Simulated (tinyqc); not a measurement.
Inside a calculation: coherent potential approximation for a binary alloy with a semi-elliptic band. Values are carried at full precision from step to step, so a last printed digit may differ when a step is redone from the rounded ones.

Site levels eA = -x d (share 1 - x) and eB = (1 - x) d (share x), so that their mean, the virtual crystal, is 0. Pure band: G0(z) = 2 (z - sqrt(z - W) sqrt(z + W))/W^2 with principal roots, density -Im G/pi per site. The medium has a self-energy S(z), G = G0(z - S), z = E + i eta. t_i = (e_i - S)/(1 - (e_i - S) G); the CPA demands <t> = (1 - x) tA + x tB = 0. Iteration: start at S = 0, set S(new) = S + <t>/(1 + <t> G), stop when |<t>| < 1e-9 eV.

Constants: hbar = 6.58211957e-16 eV s.

Parameters, chosen for this exercise: W = 3.2 eV (half width of the pure band); x = 0.35 (fraction of B); d = 1.93 eV (eB - eA); eta = 0.064 eV (broadening); E = -2.48 eV (energy).

## First step: the average t-matrix

With S = 0 form G, tA, tB, <t> and the new S.

eA, eB (eV): -0.6755  1.2545

G = -0.46906-0.38297i 1/eV

tA, tB (eV): -0.8648-0.3275i  0.7236-0.2189i

<t> = -0.3089-0.2895i eV
S after one step = -0.3466-0.1948i eV

## The self-consistent medium

Iterate.

Iterations:
```
i,S (eV),G (1/eV),|<t>| (eV)
0,0.00000,-0.46906-0.38297i,0.423
1,-0.34656-0.19479i,-0.37194-0.42015i,0.0441
2,-0.31118-0.16832i,-0.38214-0.41827i,0.00396
3,-0.31390-0.17120i,-0.38120-0.41829i,0.000363
4,-0.31370-0.17089i,-0.38129-0.41830i,3.32e-05
5,-0.31372-0.17092i,-0.38128-0.41830i,3.04e-06
6,-0.31372-0.17092i,-0.38128-0.41830i,2.78e-07
7,-0.31372-0.17092i,-0.38128-0.41830i,2.54e-08
8,-0.31372-0.17092i,-0.38128-0.41830i,2.32e-09
9,-0.31372-0.17092i,-0.38128-0.41830i,2.12e-10
```

S = -0.31372-0.17092i eV
G = -0.38128-0.41830i 1/eV

Converged at i = 9. The first step gave -0.3466-0.1948i eV.

## Densities on A and B, and the lifetime

G_i = G/(1 - (e_i - S) G); densities -Im G_i/pi; their weighted sum must be -Im G/pi. Lifetime hbar/(2 |Im S|), which has a meaning only while |Im S| is small against W. Weak-scattering value of S: x (1 - x) d^2 G.

densities (1/eV): on A 0.1830, on B 0.0406, weighted sum 0.1331, medium 0.1331

lifetime = 1.93 fs
weak-scattering S = -0.3231-0.3545i eV

An A site carries the larger density here, by a factor 4.51; the weak-scattering value is 51 % from S.

## Checks

- Weighted sum of the partial densities against the density of the medium: both 0.13315.

Run: tinyqc, `OMP_NUM_THREADS=1 python tinyqc.py 1451870 1451871 out.jsonl`; Intel(R) Xeon(R) Processor @ 2.30GHz, one thread, shared host; about 0.01 s of CPU time with all checks.
